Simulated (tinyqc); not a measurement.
Bottom-up copper filling of a trench by curvature-enhanced accelerator coverage: one step, computed by the program tinyqc.

A rectangular trench keeps vertical walls and a flat floor. An accelerator floats on the surface; where area is lost in the corners it is passed on to the floor.

Problem. Velocities. Kinetic current i_k = [i_0 (1 - theta) + i_1 theta] exp(alpha eta/(k_B T)), limit i_L = 2 F D C/delta, i = 1/(1/i_k + 1/i_L); velocity v = i Omega/(2F), Omega = 7.11 cm^3/mol, F = e N_A. Depletion inside the trench is ignored.

Inputs (values chosen for the exercise, close to those used for damascene copper plating): exchange current of the suppressed surface i_0 = 0.018 mA/cm^2; exchange current of the accelerated surface i_1 = 0.83 mA/cm^2; transfer coefficient alpha = 0.41; overpotential eta = 0.16 V; starting coverage theta_0 = 0.019; cupric ion concentration C = 0.59 mol/l; diffusivity D = 5.1e-06 cm^2/s; boundary layer delta = 49 um; temperature T = 298 K.

Constants: e = 1.602176634e-19 C; N_A = 6.02214076e+23 1/mol; k_B = 8.617333262e-05 eV/K.

Give: limiting current i_L; velocity at theta = 0; velocity at theta_0; velocity at theta = 1; ratio v(1)/v(theta_0).

Solution.

limiting current i_L = 118.50 mA/cm^2

velocity at theta = 0 = 0.085159 nm/s

velocity at theta_0 = 0.15789 nm/s

velocity at theta = 1 = 3.6092 nm/s

ratio v(1)/v(theta_0) = 22.860
